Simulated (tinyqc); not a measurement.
Effective charge: two electrons on one impurity (helium-like model).

Units Ha* = 2 Ry m/eps^2 and a* = a0 eps/m. One electron is bound by Z^2/2. Two electrons in the singlet built from exp(-a r) and exp(-b r): S = 8 (ab)^(3/2)/(a + b)^3, h_aa = a^2/2 - Z a, h_bb alike, h_ab = S (ab/2 - Z (a + b)/2), J = ab (a^2 + 3ab + b^2)/(a + b)^3, K = 20 (ab)^3/(a + b)^5, E = (h_aa + h_bb + 2 S h_ab + J + K)/(1 + S^2). For a = b this is a^2 - 2 Z a + 5a/8. Real double donors are deeper, since the central cell is left out.

Parameters, chosen for this exercise (out of a larger set: near those of impurities in Ge; not measured data): m = 0.166 m0 (one mean mass); eps = 16.3 (dielectric constant); Zs = (0.98, 1.07, 1.29, 1.41, 2.05, 2.67, 4.05) (charges).

Ha* = 17.0014 meV

Binding of the first electron, of the second (-E - Z^2/2) with equal and with unequal orbitals, and U, the first less the second (unequal).

Results (meV):

| Z | first | second, equal | second, unequal | a/b | U | U/(Z Ha*) |
|---|---|---|---|---|---|---|
| 0.98 | 8.2 | -0.59 | 0.12 | 3.92 | 8.0 | 0.483 |
| 1.07 | 9.7 | 0.02 | 0.66 | 3.13 | 9.1 | 0.499 |
| 1.29 | 14.1 | 2.10 | 2.66 | 2.44 | 11.5 | 0.524 |
| 1.41 | 16.9 | 3.58 | 4.11 | 2.26 | 12.8 | 0.533 |
| 2.05 | 35.7 | 15.60 | 16.07 | 1.82 | 19.6 | 0.564 |
| 2.67 | 60.6 | 33.89 | 34.34 | 1.64 | 26.3 | 0.578 |
| 4.05 | 139.4 | 98.06 | 98.49 | 1.47 | 40.9 | 0.595 |

Equal orbitals bind a second electron only above Z = (5/16)/(1 - 1/sqrt2) = 1.067; unequal ones do so in 7 of the 7 rows. Their gain is 0.71 meV in the first row and 0.43 in the last, while the second binding grows to 98 meV, so the gain decides the matter only near Z = 1. U grows almost linearly with Z: U/(Z Ha*) goes from 0.483 to 0.595, towards 5/8, while the first binding grows as Z^2. Angular correlation is left out: at Z = 1 this function binds the second electron by 0.0133 Ha*, half the exact 0.0278.

tinyqc: `OMP_NUM_THREADS=1 python tinyqc.py 1282482 1282483 out.jsonl`; about 0.04 s, one thread, shared Intel(R) Xeon(R) Processor @ 2.30GHz.
